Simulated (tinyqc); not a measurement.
Stretching all distances: RHF, UHF, MP2, CISD and CCSD against full CI in the 6-31g basis, for H3+, spin multiplicity 1. Computed by the program tinyqc with PySCF. 

Geometry (angstrom):
```
atom       x       y        z
H     0.0000  0.0000   0.0000
H     0.0000  0.0000   0.8040
H     0.0000  0.0000  -0.8040
```

All coordinates are multiplied by the scale. c0^2 is the weight of the RHF determinant in the lowest singlet FCI state (UHF is spin-contaminated and may lie near states of higher spin) and n(LUMO) the first natural occupation beyond the occupied space.

Full CI energy (hartree) and errors against it (kcal/mol):
```
scale  distance 1-2 (angstrom)    E(FCI)     RHF     UHF     MP2   CISD   CCSD  <S^2> UHF   c0^2  n(LUMO)
0.860                    0.691  -1.23972  19.803  19.803   5.831  0.000  0.000      0.000  0.980    0.033
1.100                    0.884  -1.25043  22.064  22.064   6.752  0.000  0.000      0.000  0.970    0.050
1.340                    1.077  -1.22108  24.128  23.945   7.641  0.000  0.000      0.087  0.956    0.072
1.580                    1.270  -1.18327  27.063  22.130   8.904  0.000  0.000      0.415  0.936    0.102
1.820                    1.463  -1.14741  31.123  18.252  10.543  0.000  0.000      0.619  0.908    0.140
2.060                    1.656  -1.11635  36.202  14.494  12.363  0.000  0.000      0.749  0.874    0.185
2.300                    1.849  -1.09040  42.083  11.555  14.088  0.000  0.000      0.833  0.834    0.233
2.540                    2.042  -1.06917  48.498   9.467  15.376  0.000  0.000      0.888  0.792    0.280
2.780                    2.235  -1.05213  55.158   8.003  15.857  0.000  0.000      0.925  0.754    0.322
```

UHF parts from RHF first at scale 1.34 of those listed, where <S^2> leaves zero. The weight c0^2 goes from 0.98 to 0.75 and n(LUMO) from 0.03 to 0.32: static correlation grows as the bonds break into open-shell fragments. The spread of the error along the curve, which distorts its shape, is CISD 0.0, CCSD 0.0, MP2 10.0, UHF 15.9, RHF 35.4 kcal/mol. With two electrons CISD and CCSD are exact.
